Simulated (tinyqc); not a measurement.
# Modulation-doped quantum well, Poisson-Schroedinger loop, step by step

Computed by the program tinyqc: `OMP_NUM_THREADS=1 python tinyqc.py 2140141 2140142 out.jsonl`, one thread of a shared Intel Xeon 2.30GHz, about 0.3 s for the whole run. Printed values are rounded.

A well of width L centred at z = 0 between barriers Vb; effective-mass electrons, parabolic bands. The electrons come from donor sheets outside the mesh, a share fL of Ns on the left and the rest on the right, so the structure is neutral. Energies are counted from the band edge of the well, with U = 0 on the first node in the Hartree part.

Inputs (values chosen for the exercise); material values those of a made-up well:
- T = 20 K (temperature)
- md = 0.055 m0 (in-plane mass)
- Vb = 0.129 eV (barrier height)
- eps_r = 11.5 (relative permittivity (all layers))
- L = 19.2 nm (well width)
- hz = 2.4 nm (mesh step)
- Ns = 2.5e12 cm^-2 (sheet density of electrons)
- fL = 0 (share of the donors on the left side)
- Fz = 0 kV/cm (applied field along z)
- a = 0.5 (mixing factor)

Constants: q = 1.602176634e-19 C, kB = 1.380649e-23 J/K, hbar = 1.054571817e-34 J s, m0 = 9.1093837015e-31 kg, Vt = kB T/q, eps0 = 8.8541878128e-14 F/cm where lengths are in cm, hbar^2/(2 m0) = 0.0380998212 eV nm^2. Results are converted to the units shown.

Range of the model: The highest level kept or the Fermi level comes near the barrier edge at an end of the mesh, so the hard walls there affect the result. The highest level kept holds over 3 % of the electrons, so higher levels would take a share too.

## Fixed part of the potential

z, node 1 to 18 (nm): -20.4  -18  -15.6  -13.2  -10.8  -8.4  -6  -3.6  -1.2  1.2  3.6  6  8.4  10.8  13.2  15.6  18  20.4

V0 = 0 in the well and Vb outside, plus q Fz z (1 kV/cm = 1e-4 eV/nm).

fixed potential V0, node 1 to 18 (eV): 0.129000  0.129000  0.129000  0.129000  0.129000  0.000000  0.000000  0.000000  0.000000  0.000000  0.000000  0.000000  0.000000  0.129000  0.129000  0.129000  0.129000  0.129000

## Round 1: levels and probability densities

self-consistent potential U at the start, node 1 to 18 (eV): 0  0  0  0  0  0  0  0  0  0  0  0  0  0  0  0  0  0
mass on the intervals 1/2, 3/2, ... (mean of both at an interface) (m0): 0.0803  0.0803  0.0803  0.0803  0.0803  0.07705  0.0738  0.0738  0.0738  0.0738  0.0738  0.0738  0.0738  0.07705  0.0803  0.0803  0.0803  0.0803  0.0803

Tridiagonal Hamiltonian with psi = 0 one step beyond both ends: H_ii = C (1/m_(i-1/2) + 1/m_(i+1/2))/hz^2 + V0_i + U_i, H_(i,i+1) = -C/(m_(i+1/2) hz^2), C = hbar^2/(2 m0). The lowest 2 level(s) are kept, normalised to hz sum |psi|^2 = 1.

levels (eV): E1 0.0086902, E2 0.0339435

```
node  |psi|^2 of E1 (1/nm)  |psi|^2 of E2 (1/nm)
1                0.0000002             0.0000015
2                0.0000019             0.0000150
3                0.0000191             0.0001209
4                0.0001893             0.0009486
5                0.0018697             0.0074212
6                0.0174577             0.0550565
7                0.0418015             0.0829499
8                0.0660271             0.0539657
9                0.0809667             0.0078540
10               0.0809667             0.0078540
11               0.0660271             0.0539657
12               0.0418015             0.0829499
13               0.0174577             0.0550565
14               0.0018697             0.0074212
15               0.0001893             0.0009486
16               0.0000191             0.0001209
17               0.0000019             0.0000150
18               0.0000002             0.0000015
```

## Round 1: Fermi level and occupations

Level k holds N_k = D_k Vt ln(1 + exp((EF - E_k)/Vt)) with D = md m0 q/(pi hbar^2) per eV (spin included); EF is fixed by sum N_k = Ns.

EF = 0.0757233 eV
N_k (cm^-2): E1 1.54010e12, E2 9.59899e11

## Round 1: density, output potential and mixing

n_i = sum_k N_k |psi_k|^2 (converted to cm^-3). Hartree part by Gauss: on the interval after node i the enclosed sheet charge is S_i = fL Ns - hz sum_(j<=i) n_j, and U_(i+1) = U_i + q S_i hz/(eps0 eps_r) in eV, U_1 = 0. Mixing: U(new) = U + a (U(out) - U).

```
node  n (1e18 cm^-3)  U(out) (eV)  U after round 1 (eV)
1            0.00002     0.000000              0.000000
2            0.00017     0.000000              0.000000
3            0.00145    -0.000002             -0.000001
4            0.01202    -0.000017             -0.000008
5            0.10003    -0.000141             -0.000070
6            0.79735    -0.001171             -0.000586
7            1.44002    -0.009428             -0.004714
8            1.53490    -0.030737             -0.015368
9            1.32236    -0.065957             -0.032978
10           1.32236    -0.113161             -0.056581
11           1.53490    -0.172351             -0.086175
12           1.44002    -0.245452             -0.122726
13           0.79735    -0.331604             -0.165802
14           0.10003    -0.424983             -0.212491
15           0.01202    -0.519268             -0.259634
16           0.00145    -0.613663             -0.306831
17           0.00017    -0.708070             -0.354035
18           0.00002    -0.802480             -0.401240
```

## Course of the self-consistent loop

Start from U = 0. Stop when the largest |U(out) - U| is below 1e-7 eV, or after 60 rounds. From round 2 on: Anderson mixing of depth m keeps the last m inputs V and residuals F = V(out) - V(in), fits c by least squares to F = dF c over their successive differences dF, dV, and sets V(new) = V + a F - (dV + a dF) c. Here m = 4.

Course of the iteration:
```
round  level E1 (eV)     EF (eV)  largest |U(out) - U| (eV)
1         0.00869017   0.0757233                      0.802
2          -0.190126  -0.0982468                      0.290
3         -0.0916593  -0.0209621                     0.0895
4          -0.107566  -0.0379670                      0.110
5         -0.0364009   0.0313320                     0.0184
6         -0.0408321   0.0289840                    2.90e-3
7         -0.0405586   0.0292778                    3.85e-3
8         -0.0387671   0.0307805                    1.07e-3
9         -0.0391804   0.0304223                    2.80e-5
10        -0.0391726   0.0304294                    7.52e-6
11        -0.0391702   0.0304314                    1.06e-6
12        -0.0391704   0.0304312                    1.71e-7
13        -0.0391704   0.0304313                    1.38e-7
14        -0.0391704   0.0304313                    1.23e-8
```

Converged in 14 rounds.

## Converged levels, occupations and centroid

converged U, node 1 to 18 (eV): 0.000000  0.000000  0.000000  0.000000  -0.000001  -0.000015  -0.000162  -0.000725  -0.002260  -0.005800  -0.013143  -0.026989  -0.050026  -0.081540  -0.115173  -0.150776  -0.193736  -0.259397

Solve for the levels with V0 + U, find EF, n_i = sum_k N_k |psi_k|^2 (in cm^-3); share of each level N_k/Ns; centroid sum n z/sum n.

levels (eV): E1 -0.0391704, E2 -0.0087799
EF = 0.0304313 eV
shares (%): E1 63.9646, E2 36.0354
n, node 1 to 18 (in units of 1e18 cm^-3): 0.00000  0.00000  0.00001  0.00012  0.00137  0.01474  0.04586  0.10726  0.22125  0.41949  0.71762  1.01405  0.93541  0.23366  0.21741  0.81177  2.50462  3.17202
centroid = 13.8058 nm

With 400 intervals across the well and the same walls, E2 - E1 = 31.51 meV and EF - E1 = 70.16 meV; this mesh gives 30.39 and 69.60 meV.
